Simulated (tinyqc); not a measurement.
Sub-threshold conduction and electro-thermal threshold of an amorphous chalcogenide: course of the iteration.

Trap-limited conduction: I = I0 exp(-Ea/kB T) sinh(q V dz/(2 ua kB T)), I0 = 2 q A Nt dz/ta. One lumped temperature T = T0 + Rt I V. The threshold is the largest V for which a steady state exists on the low-current branch.

I at the present T, then T(new) = T0 + Rt I V.

Stop when T changes by less than 1e-7 K; give up above 900 K or after 200 iterations.

Parameters, values chosen for the exercise; values of the order of Ge-Sb-Te and related chalcogenides: ambient temperature T0 = 300 K; cross-section A = 2900 nm^2; amorphous thickness ua = 33 nm; distance between traps dz = 5.1 nm; activation energy Ea = 0.27 eV; trap density Nt = 7.5e18 cm^-3; attempt time ta = 2e-14 s; thermal resistance Rt = 6.8 K/uW; voltage across the amorphous layer V = 1.07 V.

Constants: q = 1.602176634e-19 C, kB = 1.380649e-23 J/K. Results are converted to the units shown.

T at the start = 300 K

Course of the iteration:

| iteration | T(new) (K) | I (uA) | change (K) |
|---|---|---|---|
| 1 | 304.603 | 0.632671 | 4.60 |
| 2 | 305.135 | 0.705766 | 0.532 |
| 3 | 305.199 | 0.714585 | 0.0642 |
| 4 | 305.207 | 0.715654 | 7.78e-3 |
| 5 | 305.208 | 0.715784 | 9.44e-4 |
| 6 | 305.208 | 0.715799 | 1.15e-4 |
| 7 | 305.208 | 0.715801 | 1.39e-5 |
| 8 | 305.208 | 0.715802 | 1.69e-6 |
| 9 | 305.208 | 0.715802 | 2.05e-7 |
| 10 | 305.208 | 0.715802 | 2.48e-8 |

Did this iteration meet its convergence test, and what does its course show?

Yes. Converged in 10 iterations. The loop gain dT(new)/dT is 0.12; it reaches 1 at the threshold, 1.492 V.

Range of the model: Purely electronic switching mechanisms, filaments and series resistance are left out.

Program tinyqc, `OMP_NUM_THREADS=1 python tinyqc.py 2490122 2490123 out.jsonl`; Intel Xeon 2.30GHz, shared host, one thread, about 0.01 s.
